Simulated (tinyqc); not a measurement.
Donor binding, ionisation and the Mott limit: two steps of the calculation.

Hydrogenic donor: Ry = (m0 q^3/(8 eps0^2 h^2)) me/eps_r^2 in eV, E0 = cc Ry, radius a = q/(8 pi eps0 eps_r E0), Mott density Nm = (0.26/a)^3. Below Nm the level sinks as Ed = E0 [1 - (N/Nm)^(1/3)]. Neutrality: Nc F12(eta) = N/(1 + 2 exp(eta + Ed/kB T)), F12(x) = (2/sqrt(pi)) int_0^infinity sqrt(u)/(1 + exp(u - x)) du.

Values chosen for this exercise; band and dielectric values close to those of 4H silicon carbide: temperature T = 200 K; relative permittivity eps_r = 9.88; mass in the hydrogenic formula, set independently of Nc me = 0.366 m0; conduction-band density of states at 200 K Nc = 9.25e18 cm^-3; ratio of the true binding energy to the hydrogenic one cc = 1.8; donor density N = 6.3e18 cm^-3.

Constants: q = 1.602176634e-19 C, kB = 1.380649e-23 J/K, eps0 = 8.8541878128e-12 F/m, h = 6.62607015e-34 J s, m0 = 9.1093837015e-31 kg, Vt = kB T/q. Results are converted to the units shown.

Problem 1. Binding energy, radius and Mott density. The mean spacing of the donors is N^(-1/3).

Find: Ry; E0; a; Nm; spacing over a; Ed.

Solution 1.

Ry = 51.014 meV
E0 = 91.825 meV
a = 0.79361 nm
Nm = 3.5165e19 cm^-3
spacing over a = 6.8226
Ed = 40.060 meV

Problem 2. Ionisation. Solve the neutrality equation for eta. Boltzmann form: with k = (Nc/2) exp(-Ed/kB T) the ionised share is [-k + sqrt(k^2 + 4 k N)]/(2 N).

Ed = 40.059625 meV

Find: eta; ionised share; n; ionised share, Boltzmann form.

Solution 2.

eta = -1.8033
ionised share = 22.896 %
n = 1.4424e18 cm^-3
ionised share, Boltzmann form = 23.449 %

With the level held at E0 the share would be 5.76 %.

Range of the model: A sharp level with degeneracy 2 overstates freeze-out near Nm, where the impurity band broadens and merges with the conduction band.

Computed by the program tinyqc: `OMP_NUM_THREADS=1 python tinyqc.py 2330076 2330077 out.jsonl`, one thread of a shared Intel Xeon 2.30GHz, about 0.01 s for the whole run.
